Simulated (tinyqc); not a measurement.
Inside a calculation. Model: pressure-driven transition between two phases with analytic equations of state. Computed by tinyqc, a small Python program that keeps every step. Command: `OMP_NUM_THREADS=1 python tinyqc.py 3010043 3010044 out.jsonl transition walk`. One thread of a shared host (Intel(R) Xeon(R) Processor @ 2.30GHz), about 0.02 s of CPU time with the checks. Intermediate numbers are printed to about 6 digits and carried at full precision; extremes and crossings named in words are read from the listed rows.

Each phase obeys E = E0 + (9 B0 V0/h^2) {1 + [h (1 - x) - 1] exp(h (1 - x))}, P = 3 B0 (1 - x) x^-2 exp(h (1 - x)), x = (V/V0)^(1/3), h = (3/2)(B' - 1); E0 = 0 for phase 1 and Delta E0 for phase 2. H = E + P V.

Inputs (values chosen for the exercise, for two model phases):
```
quantity                                    value             unit
volume V0 of phase 1                         22.5  angstrom^3/atom
B0 of phase 1                                45.5              GPa
B' of phase 1                                4.44                -
volume V0 of phase 2                         18.4  angstrom^3/atom
B0 of phase 2                                  41              GPa
B' of phase 2                                3.53                -
energy of phase 2 above phase 1, Delta E0   0.029          eV/atom
entropy of phase 2 less phase 1, Delta S   -0.085         k_B/atom
temperature T                                 300                K
```

Equation of state: Vinet.

Constants: 1 eV/angstrom^3 = 160.2176634 GPa; k_B = 8.617333262e-05 eV/K.

## First estimate from rigid phases

If neither phase were compressed, P = Delta E0/(V0 of phase 1 - V0 of phase 2).

rigid estimate = 1.13325 GPa

## One Newton step

At the estimate, solve P(V) = P for each phase, form H, and step P(new) = P - (H_2 - H_1)/(V_2 - V_1), since dH/dP = V.

V_1 = 21.9744 angstrom^3

H_1 = 0.157248 eV

V_2 = 17.9208 angstrom^3

H_2 = 0.157418 eV

next pressure = 1.13997 GPa

## Transition pressure at zero temperature

Start from P = Delta E0/(V0 of phase 1 - V0 of phase 2); at each P solve P(V) = P for both phases and step P(new) = P - (H_2 - H_1)/(V_2 - V_1); stop when |H_2 - H_1| < 1e-10 eV. At the zero-temperature transition the volume change is V_2/V_1 - 1 and the work is P (V_1 - V_2).

Iterations:
```
step  P (GPa)  V_1 (angstrom^3)  V_2 (angstrom^3)  H_2 - H_1 (meV)
0     1.13325           21.9744           17.9208      1.70171e-01
1     1.13997           21.9715           17.9182      5.19483e-06
2     1.13997           21.9715           17.9182                0
```

transition pressure = 1.13997 GPa

V_1 at the transition = 21.9715 angstrom^3

V_2 at the transition = 17.9182 angstrom^3

volume change = -18.4481 %

work P (V_1 - V_2) = 0.0288399 eV/atom

The rigid estimate is low by 0.6 %: phase 1 shrinks faster than phase 2, so the volume gain narrows under pressure.

## Enthalpies against pressure

For each P solve P(V) = P in both phases.

Both phases:
```
P (GPa)  V_1 (angstrom^3)  V_2 (angstrom^3)  H_2 - H_1 (meV/atom)   stable
0.00              22.5000           18.4000               29.0000  phase 1
0.28              22.3638           18.2762               21.8457  phase 1
0.57              22.2273           18.1519               14.4582  phase 1
0.85              22.0997           18.0354                7.3458  phase 1
1.00              22.0329           17.9743                3.5434  phase 1
1.20              21.9454           17.8943               -1.5182  phase 2
1.50              21.8176           17.7772               -9.0937  phase 2
1.80              21.6937           17.6633              -16.6497  phase 2
```

H_2 - H_1 changes with slope V_2 - V_1, from -4.100 to -4.030 angstrom^3 per atom over the table, and passes zero at 1.14 GPa. An error of 10 meV per atom in Delta E0 moves the transition by about 0.40 GPa.

## Shift with temperature

At T the condition is H_2 - H_1 - T Delta S = 0, with Delta S constant and thermal expansion left out; the Clausius-Clapeyron slope is dP/dT = Delta S/(V_2 - V_1) at the zero-temperature point.

Clapeyron slope = 0.289529 MPa/K

transition pressure at T = 1.22687 GPa

linear estimate at T = 1.22683 GPa

The dense phase has the lower entropy, so heating raises the transition pressure. Caution: a constant Delta S holds only at high temperature; it vanishes as T goes to 0, so the shift counted from T = 0 is somewhat too large.

Checks made by the program: slope of the common tangent, -(E_2 - E_1)/(V_2 - V_1) (relative difference below 1e-10).
